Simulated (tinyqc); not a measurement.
Worked calculation: RHF in the sto-6g basis, for Li+, spin multiplicity 1. One step of it, computed by the program tinyqc.

Problem. Iteration 3: building the Fock matrix. J_ij = sum D_kl (ij|kl), K_ij = sum D_kl (ik|jl); F = H + J - 0.5 K; E = tr D H + tr D J / 2 - 0.25 tr D K + E_nn.

D after iteration 2, order 1Li 1s, 1Li 2s, 1Li 2px, 1Li 2py, 1Li 2pz:
$$\begin{pmatrix}
1.982727 & 0.035302 & 0.000000 & 0.000000 & 0.000000 \\
0.035302 & 0.000629 & 0.000000 & 0.000000 & 0.000000 \\
0.000000 & 0.000000 & 0.000000 & 0.000000 & 0.000000 \\
0.000000 & 0.000000 & 0.000000 & 0.000000 & 0.000000 \\
0.000000 & 0.000000 & 0.000000 & 0.000000 & 0.000000
\end{pmatrix}$$

core Hamiltonian H = T + V (hartree), order 1Li 1s, 1Li 2s, 1Li 2px, 1Li 2py, 1Li 2pz:
$$\begin{pmatrix}
-4.450402 & -0.939085 & 0.000000 & 0.000000 & 0.000000 \\
-0.939085 & -1.093522 & 0.000000 & 0.000000 & 0.000000 \\
0.000000 & 0.000000 & -0.879985 & 0.000000 & 0.000000 \\
0.000000 & 0.000000 & 0.000000 & -0.879985 & 0.000000 \\
0.000000 & 0.000000 & 0.000000 & 0.000000 & -0.879985
\end{pmatrix}$$

Two-electron integrals (ij|kl) in chemists' order, unique and non-zero (hartree):
```
(11|11) 1.681247   (21|11) 0.242603   (21|21) 0.044507   (22|11) 0.397190
(22|21) 0.090279   (22|22) 0.290625   (31|31) 0.009437   (32|31) 0.014261
(32|32) 0.064236   (33|11) 0.397190   (33|21) 0.090279   (33|22) 0.290625
(33|33) 0.313125   (41|41) 0.009437   (42|41) 0.014261   (42|42) 0.064236
(43|43) 0.016875   (44|11) 0.397190   (44|21) 0.090279   (44|22) 0.290625
(44|33) 0.279374   (44|44) 0.313125   (51|51) 0.009437   (52|51) 0.014261
(52|52) 0.064236   (53|53) 0.016875   (54|54) 0.016875   (55|11) 0.397190
(55|21) 0.090279   (55|22) 0.290625   (55|33) 0.279374   (55|44) 0.279374
(55|55) 0.313125
```

nuclear repulsion = 0 hartree

Give: Coulomb J; exchange K; Fock matrix F; total energy of this density.

Solution.

Coulomb J (hartree), order 1Li 1s, 1Li 2s, 1Li 2px, 1Li 2py, 1Li 2pz:
$$\begin{pmatrix}
3.3508 & 0.4842 & 0.0000 & 0.0000 & 0.0000 \\
0.4842 & 0.7941 & 0.0000 & 0.0000 & 0.0000 \\
0.0000 & 0.0000 & 0.7941 & 0.0000 & 0.0000 \\
0.0000 & 0.0000 & 0.0000 & 0.7941 & 0.0000 \\
0.0000 & 0.0000 & 0.0000 & 0.0000 & 0.7941
\end{pmatrix}$$

exchange K (hartree), order 1Li 1s, 1Li 2s, 1Li 2px, 1Li 2py, 1Li 2pz:
$$\begin{pmatrix}
3.3506 & 0.4967 & 0.0000 & 0.0000 & 0.0000 \\
0.4967 & 0.0948 & 0.0000 & 0.0000 & 0.0000 \\
0.0000 & 0.0000 & 0.0198 & 0.0000 & 0.0000 \\
0.0000 & 0.0000 & 0.0000 & 0.0198 & 0.0000 \\
0.0000 & 0.0000 & 0.0000 & 0.0000 & 0.0198
\end{pmatrix}$$

Fock matrix F (hartree), order 1Li 1s, 1Li 2s, 1Li 2px, 1Li 2py, 1Li 2pz:
$$\begin{pmatrix}
-2.7749 & -0.7032 & 0.0000 & 0.0000 & 0.0000 \\
-0.7032 & -0.3468 & 0.0000 & 0.0000 & 0.0000 \\
0.0000 & 0.0000 & -0.0958 & 0.0000 & 0.0000 \\
0.0000 & 0.0000 & 0.0000 & -0.0958 & 0.0000 \\
0.0000 & 0.0000 & 0.0000 & 0.0000 & -0.0958
\end{pmatrix}$$

total energy of this density = -7.221305 hartree
